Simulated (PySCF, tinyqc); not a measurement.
Inside a calculation. Method: RHF in the sto-3g basis, for H4, spin multiplicity 1. This run ends on a higher stationary point, not on the lowest solution. The lowest restricted solution is unstable here: a spin-polarised one lies 0.0020 hartree lower (PySCF). One step of it, computed by the program tinyqc.

Problem. Iteration 1: diagonalisation and new density. Diagonalise F' = X^T F X, C = X C', fill 2 alpha and 2 beta electrons from the bottom; D = 2 C_occ C_occ^T. Each column has its largest component positive (the first on a tie).

Fock matrix F (hartree), order 1H 1s, 2H 1s, 3H 1s, 4H 1s:
```
[[-0.038826, -0.033587, -0.046642, -0.021340],
 [-0.033587, -0.038826, -0.021340, -0.046642],
 [-0.046642, -0.021340, -0.038826, -0.033587],
 [-0.021340, -0.046642, -0.033587, -0.038826]]
```

X, order 1H 1s, 2H 1s, 3H 1s, 4H 1s:
```
[[1.070980, -0.222720, -0.041833, -0.001657],
 [-0.222720, 1.070980, -0.001657, -0.041833],
 [-0.041833, -0.001657, 1.070980, -0.222720],
 [-0.001657, -0.041833, -0.222720, 1.070980]]
```

Give: F' = X^T F X; orbital energies; coefficients C; D after iteration 1.

Solution.

F' = X^T F X (hartree):
```
[[-0.0267, -0.0205, -0.0428, -0.0009],
 [-0.0205, -0.0267, -0.0009, -0.0428],
 [-0.0428, -0.0009, -0.0267, -0.0205],
 [-0.0009, -0.0428, -0.0205, -0.0267]]
```

orbital energies (hartree): [-0.0909, -0.0480, -0.0035, 0.0357]

coefficients C, order 1H 1s, 2H 1s, 3H 1s, 4H 1s:
```
[[0.4024, 0.6268, 0.4459, 0.6669],
 [0.4024, -0.6268, 0.4459, -0.6669],
 [0.4024, 0.6268, -0.4459, -0.6669],
 [0.4024, -0.6268, -0.4459, 0.6669]]
```

D after iteration 1, order 1H 1s, 2H 1s, 3H 1s, 4H 1s:
```
[[1.1095, -0.4618, 1.1095, -0.4618],
 [-0.4618, 1.1095, -0.4618, 1.1095],
 [1.1095, -0.4618, 1.1095, -0.4618],
 [-0.4618, 1.1095, -0.4618, 1.1095]]
```
